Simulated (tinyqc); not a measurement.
Long runs: velocity against field: Monte Carlo simulation of one carrier in a uniform electric field. Computed by tinyqc, a small Python program. Command: `OMP_NUM_THREADS=1 python tinyqc.py 3021607 3021608 out.jsonl mcfl walk`. One thread of a shared host (Intel(R) Xeon(R) Processor @ 2.30GHz), about 2 s of CPU time with the checks.

The force e F acts along +z. Flights end at the constant total rate Gamma; the part of Gamma that the real rates do not fill is self-scattering, which leaves k unchanged. One valley, no impurities; equivalent final valleys enter only through Z_f in the optical rate.

Inputs (values chosen for the exercise, modelled on holes in silicon):

| quantity | value | unit |
|---|---|---|
| effective mass m | 0.507 | m_0 |
| density rho | 2329 | kg/m^3 |
| sound velocity v_l | 9240 | m/s |
| acoustic deformation potential D_A | 5.1 | eV |
| phonon energy hbar w | 60.7 | meV |
| optical or intervalley deformation potential D_o | 10 | 1e8 eV/cm |
| final valleys Z_f | 1 | - |
| lattice temperature T | 300 | K |
| electric field F | 11 | kV/cm |
| energy E_max up to which Gamma must cover the rates | 1 | eV |
| seed of the random numbers | 98580 | - |

Crystal: non-polar. Band: parabolic.

Constants: k_B = 1.380649e-23 J/K; e = 1.602176634e-19 C; hbar = 1.054571817e-34 J s; m_0 = 9.1093837015e-31 kg; hbar = 6.582119569e-16 eV s; k_B = 8.617333262e-05 eV/K.

Method:
- Parabolic band: E = hbar^2 k^2/(2 m), speed v = hbar k/m, states per spin, volume and energy g(E) = m k/(2 pi^2 hbar^2). Masses are multiplied by m_0 and all formulas are in SI units.
- Phonon occupation N_q = 1/(exp(hbar w/(k_B T)) - 1).
- Acoustic deformation potential (elastic, equipartition, absorption and emission together): 1/tau = 2 pi k_B T D_A^2 g(E)/(hbar rho v_l^2).
- Optical or intervalley deformation potential: 1/tau = (pi Z_f D_o^2/(rho w)) [N_q g(E + hbar w) + (N_q + 1) g(E - hbar w)], with g = 0 below the band edge.
- Gamma is 1.05 times the largest total rate on the grid E = (j + 1/2) E_max/400, j = 0..399.
- On the grid E_j = (j + 1/2) hbar w/12 up to 20 k_B T + 2 hbar w, solve (sum of rates) l(E) = v(E); mu_0 = e sum g v l exp(-E/k_B T)/(3 k_B T sum g exp(-E/k_B T)).
- Flight: t = -ln(r1)/Gamma; k_z grows by e F t/hbar; E follows from the band; dz = (E_end - E_start)/(e F).
- Choice: with cumulative rates in the order acoustic, absorption, emission, the process is the first whose sum exceeds r2 Gamma; if none, self-scattering.
- Final state: E' = E, E + hbar w or E - hbar w gives k'. Isotropic processes: cos(theta) = 1 - 2 r3 from the z axis, phi = 2 pi r4, k' (sin theta cos phi, sin theta sin phi, cos theta).
- Each row: 250 carriers from a thermal start, 1600 flights each, the first half discarded, random numbers not printed; the error is the standard error over ten groups; the mean energy is taken at the ends of flights, which sample time evenly. Fields at which more than 0.02 % of the events exceed Gamma are left out.

Gamma = 42.3648 1e12/s

low-field mobility mu_0 = 1120.50 cm^2/(V s)

Monte Carlo results:

| F (kV/cm) | drift velocity (1e5 m/s) | error (1e5 m/s) | mu_0 F (1e5 m/s) | mean energy (meV) | real events (%) |
|---|---|---|---|---|---|
| 2.8 | 0.257 | 0.0068 | 0.3137 | 42.8 | 7.86 |
| 5.5 | 0.409 | 0.0086 | 0.6163 | 47.2 | 8.66 |
| 11.0 | 0.587 | 0.0060 | 1.2325 | 57.1 | 10.80 |
| 22.0 | 0.766 | 0.0054 | 2.4651 | 82.8 | 15.90 |

At the lowest field the drift velocity is 0.82 +/- 0.02 of the ohmic value mu_0 F, at the highest 0.31 +/- 0.00. The mean energy goes from 43 to 83 meV against the parabolic-band thermal value 3 k_B T/2 = 39 meV: the carriers heat, more of them reach the emission threshold, where they lose momentum, and the curve bends below the ohmic line. Only 8 to 16 % of the events are real; the rest is the price of a constant Gamma.

Extremes, crossings and ranges named in words are read from the listed rows.
